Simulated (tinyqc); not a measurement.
Molecular dynamics of a small cluster by velocity Verlet steps: one step, computed by the program tinyqc. Command: `OMP_NUM_THREADS=1 python tinyqc.py 3031030 3031031 out.jsonl verlet walk`. One thread of a shared host (Intel(R) Xeon(R) Processor @ 2.30GHz), about 0.08 s of CPU time with the checks.

E = sum_(i<j) phi(r_ij), phi(r) = eps [exp(-2 alpha (r - r0)) - 2 exp(-alpha (r - r0))]; the force on i is -sum_j phi'(r_ij) (R_i - R_j)/r_ij.

Task: State at the start. Velocity Verlet: a = c F/M with c = 9.648533212e-3 angstrom/fs^2 per eV/(angstrom u); R(new) = R + v dt + a dt^2/2; v(new) = v + (a + a(new)) dt/2. Kinetic energy K = M v^2/(2c); temperature T = 2K/((3N - 3) k_B), rotation of the cluster included. After each step v is scaled by sqrt(1 + (dt/tau)(T0/T - 1)).

Inputs (values chosen for the exercise, for model atoms):
```
quantity               value        unit
length r0               2.52    angstrom
well depth eps          0.47          eV
stiffness alpha         1.96  1/angstrom
atomic mass M           45.6           u
time step dt             4.3          fs
target temperature T0    200           K
coupling time tau        200          fs
```

Potential: Morse. Thermostat: Berendsen.

starting positions (angstrom):
```
           x      y      z
atom 1  0.04  -0.02  -0.01
atom 2  2.55   0.02  -0.01
atom 3  1.25   2.16   0.02
atom 4  1.31   0.72    2.1
```

starting velocities (angstrom/fs):
```
               x         y         z
atom 1    0.0022  -0.00143   0.00192
atom 2   0.00295   0.00194  -0.00239
atom 3  -0.00059  -0.00346   0.00177
atom 4  -0.00456   0.00296   -0.0013
```

Constants: 1 eV/(angstrom u) = 9.648533212e-03 angstrom/fs^2; k_B = 8.617333262e-05 eV/K.

Give: forces; potential energy; kinetic energy; temperature.

Result:

forces (eV/angstrom):
```
              x        y        z
atom 1  -0.0073  -0.0451   0.1300
atom 2   0.0255  -0.0273   0.0702
atom 3   0.0199   0.1210   0.0323
atom 4  -0.0382  -0.0485  -0.2324
```

potential energy = -2.812 eV

kinetic energy = 0.1783 eV

temperature = 459.8 K
